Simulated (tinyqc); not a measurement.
Which input was changed? Model: mobility of a non-polar semiconductor in the relaxation-time approximation. Computed by tinyqc, a small Python program. Command: `OMP_NUM_THREADS=1 python tinyqc.py 3015897 3015898 out.jsonl rta which`. One thread of a shared host (Intel(R) Xeon(R) Processor @ 2.30GHz), about 0.1 s of CPU time with the checks.

Each valley is treated as a sphere of mass m_d for states and rates, with one isotropic relaxation time; the conductivity mass m_c sets the current.

Inputs (values chosen for the exercise, modelled on electrons in germanium):
```
quantity                                            value       unit
longitudinal mass m_l                                1.55        m_0
transverse mass m_t                                0.0799        m_0
equivalent valleys Z                                    4          -
non-parabolicity alpha                               0.61       1/eV
static permittivity eps_s                              16          -
density rho                                          5323     kg/m^3
sound velocity v_l                                   5350        m/s
acoustic deformation potential D_A                     11         eV
phonon energy hbar w                                 30.6        meV
optical or intervalley deformation potential D_o      5.2  1e8 eV/cm
final valleys Z_f                                       3          -
carrier density n                                 1.1e+14     1/cm^3
compensation ratio C                                    0          -
temperature T                                         350          K
alloy fraction x                                     0.31          -
alloy potential U                                    0.95         eV
lattice constant a                                   5.44   angstrom
```

Band: Kane. Impurity formula: Conwell-Weisskopf. Further scattering: alloy.

Constants: k_B = 8.617333262e-05 eV/K; m_0 = 9.1093837015e-31 kg; e = 1.602176634e-19 C; hbar = 1.054571817e-34 J s; eps_0 = 8.8541878128e-12 F/m; k_B = 1.380649e-23 J/K; hbar = 6.582119569e-16 eV s.

Method:
- m_d = (m_l m_t^2)^(1/3); 1/m_c = (1/m_l + 2/m_t)/3; Hall mass factor A = 3 K_m (K_m + 2)/(2 K_m + 1)^2, K_m = m_l/m_t; N_I = n (1 + C)/(1 - C).
- Kane band: hbar^2 k^2/(2 m) = E (1 + alpha E), speed v = hbar k/(m (1 + 2 alpha E)), states per spin, volume and energy g(E) = m k (1 + 2 alpha E)/(2 pi^2 hbar^2); overlap factors are set to 1. Here m = m_d. Masses are multiplied by m_0 and all formulas are in SI units.
- The reduced Fermi level eta = E_F/(k_B T) solves n = 2 Z int g f dE with f = 1/(1 + exp(x - eta)) (Z = 1 unless valleys are given); screening length L_s = sqrt(eps_s eps_0 k_B T/(e^2 dn/deta)), dn/deta = 2 Z int g f (1 - f) dE.
- Integrals over x = E/(k_B T) use 160 Gauss-Legendre points in u = sqrt(x) from 0 to sqrt(max(eta, 0) + 32).
- Phonon occupation N_q = 1/(exp(hbar w/(k_B T)) - 1).
- Acoustic deformation potential (elastic, equipartition, absorption and emission together): 1/tau = 2 pi k_B T D_A^2 g(E)/(hbar rho v_l^2).
- Optical or intervalley deformation potential: 1/tau = (pi Z_f D_o^2/(rho w)) [N_q g(E + hbar w) + (N_q + 1) g(E - hbar w)], with g = 0 below the band edge.
- Each optical term is multiplied by (1 - f(E'))/(1 - f(E)), E' the final energy, for Pauli blocking.
- Singly charged impurities, momentum relaxation: 1/tau = N_I e^4 m (1 + 2 alpha E) Phi/(8 pi (eps_s eps_0)^2 hbar^3 k^3), with alpha = 0 for a parabolic band.
- Conwell-Weisskopf: Phi = ln(1 + y^2), y = 4 pi eps_s eps_0 E N_I^(-1/3)/e^2 (largest impact parameter N_I^(-1/3)/2).
- Alloy disorder: 1/tau = (2 pi/hbar) Omega x (1 - x) U^2 g(E), Omega = a^3/4 (other conventions for Omega rescale U).
- mu = (m_d/m_c) (2 Z e/(3 n k_B T)) int g v^2 tau f (1 - f) dE.
- Averages over x are split at the emission threshold x_0 = hbar w/(k_B T): 64 Gauss-Legendre points in sqrt(x) below it and 128 in sqrt(x - x_0) above it, up to x = max(eta, 0) + 32.
- Rates are added at each energy before the average. With <y> = int g v^2 y f (1 - f) dE: Hall factor r_H = A (3 n k_B T/(2 Z m_d)) <tau^2/(1 + 2 alpha E)>/<tau>^2 (alpha = 0 for a parabolic band); Hall mobility r_H mu; |S| = (k_B/e) (<x tau>/<tau> - eta); resistivity 1/(n e mu).

Task: One of these inputs alone was changed, within the range given: transverse mass m_t (0.03995 to 0.1598); carrier density n (5.5e+13 to 2.2e+14); temperature T (175 to 700); non-parabolicity alpha (0.305 to 1.22). Which one, and to what value?

Results:
```
run     resistivity (ohm cm)  Hall factor r_H  drift mobility mu (cm^2/(V s))
before              47.48742         1.035408                        1194.864
after               55.33027         1.035649                        1194.964
```

Result:

Each candidate set to reproduce resistivity, and what it then gives:
```
candidate                          range searched  value needed  Hall factor r_H  drift mobility mu (cm^2/(V s))
transverse mass m_t (m_0)       0.03995 to 0.1598       0.08634           1.0392                          1025.5
carrier density n (1/cm^3)     5.5e+13 to 2.2e+14      9.440e13           1.0356                          1195.0
temperature T (K)                      175 to 700         397.1           1.0488                          1025.5
non-parabolicity alpha (1/eV)       0.305 to 1.22  out of reach                -                               -
```

Only carrier density n fits every result: it went from 1.1e+14 to 9.44e13 1/cm^3. The next best candidate, temperature T, misses one result by 14 %.
